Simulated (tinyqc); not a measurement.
# CMOS inverter, nodal equation and switching: what changes with what

An n-channel pull-down (bn, VTn) and a p-channel pull-up (bp, VTp) share the input Vin and the output node Vout, which carries the load C. Transistor (EKV form, voltages against the body): I = 2 n b Vt^2 [F(vp - Vs) - F(vp - Vd)] from drain to source, F(v) = ln^2(1 + exp(v/(2 Vt))), vp = (Vg - VT + sg |Vd - Vs|)/n. n-channel bodies are at 0; for the p-channel device all voltages are counted down from Vdd. b in uA/V^2 gives I in uA. Static: In = Ip. Transient: C dVout/dt = Ip - In. No velocity saturation, no gate capacitance beyond C.

Parameters, values chosen for the exercise: temperature T = 273 K; supply voltage Vdd = 0.5 V; slope factor n = 1.17; drain-induced barrier lowering sg = 0.098; n-channel threshold VTn = 0.41 V; p-channel threshold (magnitude) VTp = 0.35 V; gain factor of the pull-down transistor bn = 630 uA/V^2; gain factor of the pull-up transistor bp = 1300 uA/V^2; load capacitance C = 0.26 fF.

Constants: q = 1.602176634e-19 C, kB = 1.380649e-23 J/K, Vt = kB T/q. Results are converted to the units shown.

Each table varies one quantity; the others keep the values above.

## Effect of the supply voltage

VM solves In = Ip with Vin = Vout; VIL and VIH are the inputs of gain -1, NML = VIL - Vout(VIH), NMH = Vout(VIL) - VIH. For a step input the delay to Vdd/2 is tHL = C times the integral of dV/(In - Ip) from Vdd/2 to Vdd at Vin = Vdd, and tLH likewise with Ip - In from 0 to Vdd/2 at Vin = 0.

Effect of the supply voltage:
```
Vdd (V)	VM (V)	gain at VM	NML (V)	NMH (V)	tHL (ps)	tLH (ps)
0.2	0.1356	-7.106	0.1067	0.02666	4.023e4	2309
0.3	0.1864	-9.704	0.1517	0.07154	1423	105.3
0.4	0.2366	-10.14	0.1965	0.1161	82.32	11.36
0.5	0.2870	-10.20	0.2409	0.1596	13.95	3.303
0.6	0.3380	-10.20	0.2844	0.2010	5.271	1.625
0.8	0.4440	-10.20	0.3658	0.2679	1.922	0.7249
1	0.5567	-10.20	0.4419	0.3057	1.099	0.4489
1.2	0.6732	-10.20	0.5177	0.3261	0.7545	0.3215
```

As Vdd goes from 0.2 to 1.2 V, VM rises from 0.136 to 0.673 V, the size of the gain rises from 7.11 to 10.2, tHL falls from 40200 to 0.755 ps and tLH falls from 2310 to 0.321 ps. The smaller margin is largest, 0.326 V, at Vdd = 1.2 V among the rows. For Vdd = 1 to 1.2 V the overdrive passes 0.5 V, where velocity saturation, left out here, would lengthen the delays of short devices. For Vdd = 0.2 to 0.4 V the supply is below a threshold, where mismatch, left out here, dominates margins and delay.

## Energy per operation against supply voltage

A chain of 100 such gates sets the cycle time tc = 100 (tHL + tLH)/2; per gate and cycle the switching energy is 0.2 C Vdd^2 and the leakage energy Vdd Ileak tc, Ileak the mean supply current at Vin = 0 and Vdd.

Result of one run:
```
Vdd (V)	tc (ns)	switching (aJ)	leakage (aJ)	total (aJ)
0.5	0.8626	13.00	0.006793	13.01
```

What becomes of these results when the supply voltage Vdd is changed from 0.5 to 0.25 V, all else the same?

Result of the changed run:
```
Vdd (V)	tc (ns)	switching (aJ)	leakage (aJ)	total (aJ)
0.25	395.2	3.250	0.6396	3.890
```

The whole series:
```
Vdd (V)	tc (ns)	switching (aJ)	leakage (aJ)	total (aJ)
0.15	1.152e4	1.170	7.743	8.913
0.2	2127	2.080	2.301	4.381
0.25	395.2	3.250	0.6396	3.890
0.3	76.41	4.680	0.1773	4.857
0.35	16.79	6.370	0.05432	6.424
0.4	4.684	8.320	0.02068	8.341
0.5	0.8626	13.00	0.006793	13.01
0.6	0.3448	18.72	0.004648	18.72
0.8	0.1323	33.28	0.004838	33.28
1	0.07742	52.00	0.007191	52.01
```

The total energy goes from 8.91 through a minimum of 3.89 (at Vdd = 0.25 V among the rows listed) to 52.0 aJ, while the cycle time falls from 11500 to 0.0774 ns. Leakage makes up 87 % of the total in the first row and 0.014 % in the last. Below threshold the cycle lengthens exponentially and leakage flows for all of it, hence the minimum. At Vdd = 1 V the overdrive passes 0.5 V, where velocity saturation, left out here, would lengthen the delays of short devices. For Vdd = 0.15 to 0.4 V the supply is below a threshold, where mismatch, left out here, dominates margins and delay.

## Effect of the drain-induced barrier lowering

Same model as above.

Effect of the drain-induced barrier lowering:
```
sg	VM (V)	gain at VM	NML (V)	NMH (V)	tHL (ps)	tLH (ps)
0.01	0.2900	-99.10	0.2622	0.1814	22.78	4.746
0.04	0.2890	-24.94	0.2550	0.1740	19.06	4.165
0.07	0.2879	-14.27	0.2477	0.1666	16.14	3.683
0.1	0.2870	-9.991	0.2404	0.1592	13.81	3.278
0.13	0.2861	-7.687	0.2332	0.1517	11.93	2.937
0.16	0.2852	-6.247	0.2259	0.1443	10.39	2.646
0.19	0.2845	-5.261	0.2187	0.1368	9.127	2.395
0.22	0.2837	-4.544	0.2114	0.1293	8.072	2.179
```

What does the comparison show?

As sg goes from 0.01 to 0.22, VM falls from 0.290 to 0.284 V, the size of the gain falls from 99.1 to 4.54, tHL falls from 22.8 to 8.07 ps and tLH falls from 4.75 to 2.18 ps. The smaller margin is largest, 0.181 V, at sg = 0.01 among the rows. Barrier lowering gives both transistors an output conductance, which caps the gain.

tinyqc, about 0.04 s, one thread, Intel Xeon 2.30GHz (shared host): `OMP_NUM_THREADS=1 python tinyqc.py 2340158 2340159 out.jsonl`
